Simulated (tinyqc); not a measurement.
Inside a calculation: two-dimensional electron gas with Rashba and Dresselhaus coupling. Values are carried at full precision from step to step, so a last printed digit may differ when a step is redone from the rounded ones.

H = c k^2/m + al (ky sx - kx sy) + b1 (kx sx - ky sy) + gam kx ky (kx sy - ky sx), s the Pauli matrices, x = [100], c = hbar^2/2m0, b1 = gam (pi/L)^2 (hard walls). H = c k^2/m + B.s, so E = c k^2/m -/+ |B| and the lower state has its spin along -B.

Constants: hbar^2/2m0 = 3.80998211 eV angstrom^2; hbar = 6.58211957e-16 eV s.

Values chosen for the exercise (of the size met in GaAs; shifted at random, so the results belong to these values and not to a real crystal): m = 0.0636 m0 (mass); al = 0.014 eV angstrom (Rashba constant); gam = 10.8 eV angstrom^3 (bulk Dresselhaus constant); L = 213 angstrom (width of the (001) well); n = 8.8 1e11/cm^2 (sheet density (one subband filled)); phi = 135 degrees (angle of k from [100]).

## Scales

b1; mean Fermi wave vector k0 = sqrt(2 pi n) (1e11/cm^2 = 1e-5/angstrom^2); E0 = c k0^2/m; b3 = gam k0^2/4; kR = al m/(2c) and ER = al kR/2, the shift and depth of a pure Rashba band.

b1 = 0.002349 eV angstrom
k0 = 0.02351 1/angstrom
E0 = 33.123 meV
b3 = 0.001493 eV angstrom
kR = 0.0001169 1/angstrom
ER = 0.0008180 meV

The ratio al/(b1 - b3) is 16.34; kR is 0.5 % of k0.

## Spin-orbit field at one point of the Fermi circle

k = k0 (cos phi, sin phi). Form B, the splitting 2|B| and the direction of the lower spin, atan2(-By, -Bx).

Bx, By (meV): 0.2434  0.2434

splitting = 0.6883 meV
direction of the lower spin = -135.0 degrees

## The matrix

H = [[E0, Bx - i By], [Bx + i By, E0]] in meV; diagonalise. Precession period h/(2|B|) = 2 pi hbar/(splitting).

H (meV):
```
,up,down
up,33.1229,0.2434-0.2434i
down,0.2434+0.2434i,33.1229
```

levels (meV): 32.7787  33.4671

period = 6.01 ps

## The two wave vectors at the energy E0 along this direction

Solve c k^2/m -/+ |B(k)| = E0. The spin turns by (k_outer - k_inner) per length, so a half turn takes pi/(difference).

k (1/angstrom): outer 0.023637, inner 0.023393

difference = 0.0002443 1/angstrom
length of a half turn = 1286 nm

For linear terms alone the difference is (m/c)|B|/k, whatever the energy: every electron along this direction turns alike, the basis of the spin transistor. The cubic term makes it depend on density.

## Checks

- Difference of the Fermi wave vectors without Dresselhaus terms against al m/c: both 0.00023370.

(tinyqc, `OMP_NUM_THREADS=1 python tinyqc.py 1482490 1482491 out.jsonl`, Intel(R) Xeon(R) Processor @ 2.30GHz, 1 thread, shared host, about 0.01 s.)
